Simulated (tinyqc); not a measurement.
Raman shift of the zone-centre optical phonon of a diamond-structure crystal under stress: one step, computed by the program tinyqc. Command: `OMP_NUM_THREADS=1 python tinyqc.py 3022198 3022199 out.jsonl ramanstress walk`. One thread of a shared host (Intel(R) Xeon(R) Processor @ 2.30GHz), about 0.01 s of CPU time with the checks.

Axes x, y, z are the cube axes. Strain shifts the threefold optical mode and can split it; p, q and r are the phonon deformation potentials.

Problem. Stress and strain tensors. Uniaxial stress along the unit vector n of the axis: sigma_ij = sigma n_i n_j. eps_xx = S11 sigma_xx + S12 (sigma_yy + sigma_zz), and cyclic; eps_xy = S44 sigma_xy/2 (tensor strain).

Inputs (values chosen for the exercise, modelled on diamond): stress sigma (tension positive) = -0.085 GPa.

Stress state: uniaxial. Axis: [110].

S44 = 1.711743 1/TPa

S11 = 0.9657793 1/TPa

S12 = -0.1021404 1/TPa

Give: stress; strain; volume strain.

Solution.

stress (GPa):
```
         x        y       z
x  -0.0425  -0.0425  0.0000
y  -0.0425  -0.0425  0.0000
z   0.0000   0.0000  0.0000
```

strain (per mille):
```
          x         y        z
x  -0.03670  -0.03637  0.00000
y  -0.03637  -0.03670  0.00000
z   0.00000   0.00000  0.00868
```

volume strain = -0.06473 per mille
